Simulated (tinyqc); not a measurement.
What each parameter does: shallow donor in an anisotropic valley (effective-mass theory).

One valley: H = -c [(d2/dx2 + d2/dy2)/mt + (d2/dz2)/ml] - q/(eps r), c = hbar^2/2m0, q = e^2/(4 pi eps0). Trial function exp(-sqrt((x^2 + y^2)/a^2 + z^2/b^2)) with a > b: T = (c/3)(2/(mt a^2) + 1/(ml b^2)), V = -(q/eps) atan(u/b)/u, u = sqrt(a^2 - b^2). The central cell of the impurity is left out.

Constants: hbar^2/2m0 = 3.80998211 eV angstrom^2; e^2/(4 pi eps0) = 14.39964547 eV angstrom.

Parameters, chosen for this exercise (out of a larger set: near those of 3C SiC; not measured data):
- ml = 0.677 m0 (longitudinal mass)
- mt = 0.24 m0 (transverse mass)
- eps = 9.8 (dielectric constant)

The minimum of the trial energy.

One parameter was then changed.

Results before and after:

| case | E (meV) | a (angstrom) | b (angstrom) | b/a |
|---|---|---|---|---|
| base | -46.46 | 17.66 | 12.23 | 0.693 |
| changed | -38.26 | 19.46 | 13.48 | 0.693 |

Which of these changes was made? (a) eps = 10.8; (b) ml = 0.542 m0; (c) mt = 0.264 m0.
Answer: (a) eps = 10.8. Of the candidates, run in turn, only this one gives the changed row.

All candidates:

| case | E (meV) | a (angstrom) | b (angstrom) | b/a |
|---|---|---|---|---|
| base | -46.46 | 17.66 | 12.23 | 0.693 |
| ml = 0.542 m0 | -43.69 | 18.38 | 13.77 | 0.749 |
| mt = 0.264 m0 | -49.80 | 16.33 | 11.70 | 0.716 |
| eps = 10.8 | -38.26 | 19.46 | 13.48 | 0.693 |

eps only rescales the solution (E as 1/eps^2, lengths as eps), so b/a depends on ml/mt alone.

Program tinyqc; command `OMP_NUM_THREADS=1 python tinyqc.py 1280539 1280540 out.jsonl`; about 0.01 s on one thread of a shared Intel(R) Xeon(R) Processor @ 2.30GHz.
